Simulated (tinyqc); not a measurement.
Solubility, supersaturation, precipitation and gettering of an impurity in a silicon-like host: one step, computed by the program tinyqc. Command: `OMP_NUM_THREADS=1 python tinyqc.py 3031697 3031698 out.jsonl ripen walk`. One thread of a shared host (Intel(R) Xeon(R) Processor @ 2.30GHz), about 0.01 s of CPU time with the checks.

The wafer was saturated at T1 and is then held at T.

Task: Solubility, diffusivity, supersaturation. C_eq(T) = N0 exp(S/k_B - H/(k_B T)); D(T) = D0 exp(-Q/(k_B T)); C0 = C_eq(T1). Supersaturation s = C0/C_eq(T); critical radius r* = 2 gamma/(C_p k_B T ln s); barrier W* = (4 pi/3) gamma r*^2. Strain energy is left out.

Inputs (values chosen for the exercise, modelled on copper in silicon):

| quantity | value | unit |
|---|---|---|
| site density N0 | 5e+22 | 1/cm^3 |
| enthalpy of solution H | 1.52 | eV |
| entropy of solution S | 2.6 | k_B |
| diffusion prefactor D0 | 0.004 | cm^2/s |
| migration energy Q | 0.428 | eV |
| temperature of saturation T1 | 1350 | K |
| anneal temperature T | 1112 | K |
| impurity density in the precipitate C_p | 2.3e+22 | 1/cm^3 |
| interface energy gamma | 0.35 | J/m^2 |

Constants: k_B = 8.617333262e-05 eV/K; k_B = 1.380649e-23 J/K.

Give: C0; C_eq(T); D(T); supersaturation s; critical radius r*; W*/(k_B T).

Result:

C0 = 1.425e+18 1/cm^3

C_eq(T) = 8.694e+16 1/cm^3

D(T) = 4.595e-05 cm^2/s

supersaturation s = 16.39

critical radius r* = 0.7089 nm

W*/(k_B T) = 47.99
